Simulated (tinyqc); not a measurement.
Biaxially strained (001) channel, valley splitting in an inversion layer: one step of the calculation.

A thin layer grown on a relaxed buffer is stretched in the plane. The two valleys with their long axis along the growth direction (D2) sink against the four in-plane ones (D4); confinement in a triangular well splits them too. Only the lowest subband of each set is kept; one relaxation time, so the weakening of intervalley scattering is left out.

Question. Strain, stress and splitting. e_par = b1 x, e_perp = -2 (c12/c11) e_par, splitting D = Xu (e_par - e_perp), in-plane stress (c11 + c12 - 2 c12^2/c11) e_par.

Parameters, values chosen for the exercise; values close to those of silicon on relaxed silicon-germanium:
```
symbol   value  unit                                meaning
x         0.06        germanium share of the relaxed buffer
b1      0.0418                  lattice mismatch per unit x
c11        167   GPa                       elastic constant
c12       63.9   GPa                       elastic constant
Xu        8.85    eV            shear deformation potential
```

Give: e_par; e_perp; D; stress.

Answer.

e_par = 0.2508 %
e_perp = -0.1919 %
D = 39.18 meV
stress = 0.4565 GPa

tinyqc, about 0.01 s, one thread, Intel Xeon 2.30GHz (shared host): `OMP_NUM_THREADS=1 python tinyqc.py 2530140 2530141 out.jsonl`
